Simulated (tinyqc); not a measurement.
Inside a calculation. Method: CISD on RHF in the 6-311g basis, for H2, spin multiplicity 1. One step of it, computed by the program tinyqc.

Task: CISD: determinants and Hamiltonian. Slater-Condon rules over spin orbitals, with the nuclear repulsion added and E(HF) subtracted on the diagonal. Only determinants linked to the reference directly or through others are kept (one block of an abelian symmetry group), so some states are absent.

one-electron integrals over orbitals h = C^T H C (hartree):
```
           1          2          3          4          5          6
1  -1.257335   0.000000   0.135569   0.000000   0.102370   0.000000
2   0.000000  -0.474713   0.000000   0.207014   0.000000   0.020131
3   0.135569   0.000000  -0.370836   0.000000  -0.177324   0.000000
4   0.000000   0.207014   0.000000  -0.251640   0.000000  -0.232136
5   0.102370   0.000000  -0.177324   0.000000   1.197219   0.000000
6   0.000000   0.020131   0.000000  -0.232136   0.000000   1.474893
```

Two-electron integrals over orbitals (pq|rs), unique and non-zero (hartree):
```
(11|11) 0.656765    (21|21) 0.043258    (22|11) 0.344523    (22|22) 0.296162
(31|11) -0.135569   (31|22) -0.023304   (31|31) 0.054632    (32|21) 0.023516
(32|32) 0.041089    (33|11) 0.365193    (33|22) 0.272913    (33|31) -0.035006
(33|33) 0.281996    (41|21) -0.060888   (41|32) -0.010357   (41|41) 0.105392
(42|11) -0.133951   (42|22) -0.042651   (42|31) 0.037279    (42|33) -0.044636
(42|42) 0.051554    (43|21) 0.027322    (43|32) 0.017578    (43|41) -0.039066
(43|43) 0.023981    (44|11) 0.507591    (44|22) 0.325004    (44|31) -0.081425
(44|33) 0.315042    (44|42) -0.101927   (44|44) 0.441396    (51|11) -0.102370
(51|22) -0.008837   (51|31) 0.053478    (51|33) -0.024298   (51|42) 0.023452
(51|44) -0.056183   (51|51) 0.093506    (52|21) 0.001406    (52|32) 0.001937
(52|41) 0.001785    (52|43) -0.006162   (52|52) 0.009739    (53|11) 0.115401
(53|22) 0.029623    (53|31) -0.040679   (53|33) 0.036040    (53|42) -0.033185
(53|44) 0.073876    (53|51) -0.047406   (53|53) 0.038031    (54|21) -0.000513
(54|32) -0.020332   (54|41) -0.018067   (54|43) 0.005992    (54|52) -0.014578
(54|54) 0.037885    (55|11) 0.644912    (55|22) 0.334453    (55|31) -0.136238
(55|33) 0.359955    (55|42) -0.127808   (55|44) 0.494057    (55|51) -0.132049
(55|53) 0.125850    (55|55) 0.672544    (61|21) -0.028538   (61|32) 0.012834
(61|41) 0.068590    (61|43) -0.030232   (61|52) 0.021676    (61|54) -0.053012
(61|61) 0.100394    (62|11) -0.024334   (62|22) 0.011574    (62|31) 0.019798
(62|33) 0.000278    (62|42) 0.001772    (62|44) -0.007025   (62|51) 0.033321
(62|53) -0.013382   (62|55) -0.035897   (62|62) 0.018915    (63|21) 0.027978
(63|32) 0.001158    (63|41) -0.051608   (63|43) 0.019397    (63|52) -0.005749
(63|54) 0.021497    (63|61) -0.050528   (63|63) 0.033017    (64|11) 0.150363
(64|22) 0.022249    (64|31) -0.061679   (64|33) 0.042144    (64|42) -0.040987
(64|44) 0.091525    (64|51) -0.079686   (64|53) 0.051312    (64|55) 0.169844
(64|62) -0.032443   (64|64) 0.089488    (65|21) 0.074845    (65|32) 0.011599
(65|41) -0.132838   (65|43) 0.057067    (65|52) -0.020983   (65|54) 0.057833
(65|61) -0.137243   (65|63) 0.085498    (65|65) 0.238986    (66|11) 0.697801
(66|22) 0.353661    (66|31) -0.160128   (66|33) 0.372502    (66|42) -0.147516
(66|44) 0.541768    (66|51) -0.178122   (66|53) 0.149984    (66|55) 0.739613
(66|62) -0.049330   (66|64) 0.211073    (66|66) 0.846419
```

nuclear repulsion = 0.72989960 hartree

Hartree-Fock energy = -1.12800654 hartree

Give: determinants; H - E(HF) between determinants.

Result:

Occupation strings over the orbitals (2 doubly, a alpha, b beta, 0 empty; spin orbitals ordered 1a 1b 2a 2b ...): 200000 a0b000 a000b0 b0a000 b000a0 020000 0a0b00 0a000b 002000 00a0b0 0b0a00 000200 000a0b 00b0a0 000020 0b000a 000b0a 000002

H - E(HF) between determinants (hartree):
```
         200000   a0b000   a000b0   b0a000   b000a0   020000   0a0b00   0a000b
200000   0.0000   0.0000   0.0000   0.0000   0.0000   0.0433  -0.0609  -0.0285
a0b000   0.0000   0.5949  -0.0619  -0.0546  -0.0535   0.0235   0.0273   0.0280
a000b0   0.0000  -0.0619   2.4427  -0.0535  -0.0935   0.0014  -0.0005   0.0748
b0a000   0.0000  -0.0546  -0.0535   0.5949  -0.0619  -0.0235   0.0104  -0.0128
b000a0   0.0000  -0.0535  -0.0935  -0.0619   2.4427  -0.0014  -0.0018  -0.0217
020000   0.0433   0.0235   0.0014  -0.0235  -0.0014   1.2046   0.1644   0.0317
0a0b00  -0.0609   0.0273  -0.0005   0.0104  -0.0018   0.1644   1.4566  -0.2099
0a000b  -0.0285   0.0280   0.0748  -0.0128  -0.0217   0.0317  -0.2099   3.2117
002000   0.0546   0.1006  -0.0407  -0.1006   0.0407   0.0411   0.0176   0.0012
00a0b0   0.0535  -0.0407  -0.0007  -0.0781   0.0474   0.0019  -0.0203   0.0116
0b0a00   0.0609   0.0104  -0.0018   0.0273  -0.0005  -0.1644  -0.0516  -0.0018
000200   0.1054  -0.0391  -0.0181   0.0391   0.0181   0.0516   0.1051  -0.0410
000a0b   0.0686  -0.0516  -0.1328   0.0302   0.0530   0.0018  -0.0410   0.0595
00b0a0  -0.0535  -0.0781   0.0474  -0.0407  -0.0007  -0.0019   0.0062   0.0057
000020   0.0935  -0.0474  -0.0297   0.0474   0.0297   0.0097  -0.0146  -0.0210
0b000a   0.0285  -0.0128  -0.0217   0.0280   0.0748  -0.0317  -0.0018  -0.0189
000b0a  -0.0686   0.0302   0.0530  -0.0516  -0.1328  -0.0018  -0.0131   0.0324
000002   0.1004  -0.0505  -0.1372   0.0505   0.1372   0.0189  -0.0324  -0.0292

         002000   00a0b0   0b0a00   000200   000a0b   00b0a0   000020   0b000a
200000   0.0546   0.0535   0.0609   0.1054   0.0686  -0.0535   0.0935   0.0285
a0b000   0.1006  -0.0407   0.0104  -0.0391  -0.0516  -0.0781  -0.0474  -0.0128
a000b0  -0.0407  -0.0007  -0.0018  -0.0181  -0.1328   0.0474  -0.0297  -0.0217
b0a000  -0.1006  -0.0781   0.0273   0.0391   0.0302  -0.0407   0.0474   0.0280
b000a0   0.0407   0.0474  -0.0005   0.0181   0.0530  -0.0007   0.0297   0.0748
020000   0.0411   0.0019  -0.1644   0.0516   0.0018  -0.0019   0.0097  -0.0317
0a0b00   0.0176  -0.0203  -0.0516   0.1051  -0.0410   0.0062  -0.0146  -0.0018
0a000b   0.0012   0.0116  -0.0018  -0.0410   0.0595   0.0057  -0.0210  -0.0189
002000   1.3982  -0.1413  -0.0176   0.0240   0.0194   0.1413   0.0380  -0.0012
00a0b0  -0.1413   3.0442   0.0062   0.0060   0.0571  -0.0380  -0.0515   0.0057
0b0a00  -0.0176   0.0062   1.4566  -0.1051  -0.0131  -0.0203   0.0146  -0.2099
000200   0.0240   0.0060  -0.1051   1.7960  -0.1406  -0.0060   0.0379   0.0410
000a0b   0.0194   0.0571  -0.0131  -0.1406   3.6229  -0.0215   0.0578   0.0324
00b0a0   0.1413  -0.0380  -0.0203  -0.0060  -0.0215   3.0442   0.0515   0.0116
000020   0.0380  -0.0515   0.0146   0.0379   0.0578   0.0515   4.9249   0.0210
0b000a  -0.0012   0.0057  -0.2099   0.0410   0.0324   0.0116   0.0210   3.2117
000b0a  -0.0194  -0.0215  -0.0410   0.1406  -0.0895   0.0571  -0.0578   0.0595
000002   0.0330   0.0855   0.0324   0.0895  -0.0211  -0.0855   0.2390   0.0292

         000b0a   000002
200000  -0.0686   0.1004
a0b000   0.0302  -0.0505
a000b0   0.0530  -0.1372
b0a000  -0.0516   0.0505
b000a0  -0.1328   0.1372
020000  -0.0018   0.0189
0a0b00  -0.0131  -0.0324
0a000b   0.0324  -0.0292
002000  -0.0194   0.0330
00a0b0  -0.0215   0.0855
0b0a00  -0.0410   0.0324
000200   0.1406   0.0895
000a0b  -0.0895  -0.0211
00b0a0   0.0571  -0.0855
000020  -0.0578   0.2390
0b000a   0.0595   0.0292
000b0a   3.6229   0.0211
000002   0.0211   5.6541
```
